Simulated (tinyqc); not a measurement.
Koster-Slater impurity in a tight-binding band, by Green functions and by supercells: one step, computed by the program tinyqc.

One orbital per site, e(k) = -2 t sum cos(k_i) over 3 direction(s), band from -6 t to 6 t, lattice constant 1. One site has the extra energy U. Spin is left out.

Task: Scattering. T = U/(1 - U G0); phase shift delta = -arg(1 - U G0) in (-pi, pi]; host density of states -Im G0/pi; on the impurity -Im[G0/(1 - U G0)]/pi; lifetime of a band state hbar/(-2 c Im T).

Inputs (values chosen for the exercise, for a model band): impurity potential U = -7.37 eV; impurity concentration c = 0.0005 per site.

Lattice: simple cubic.

G0(E + i eta) = -0.3336471-0.3213010i 1/eV

Constants: hbar = 6.582119569e-16 eV s.

Give: T matrix; phase shift delta; host density of states; density of states on the impurity; scattering lifetime.

Result:

T matrix = 1.390-2.256i eV

phase shift delta = 2.123 rad

host density of states = 0.1023 1/eV

density of states on the impurity = 0.01322 1/eV

scattering lifetime = 291.8 fs

The Born approximation would take Im T = U^2 Im G0 = -17.5 eV, 7.74 times the full value.
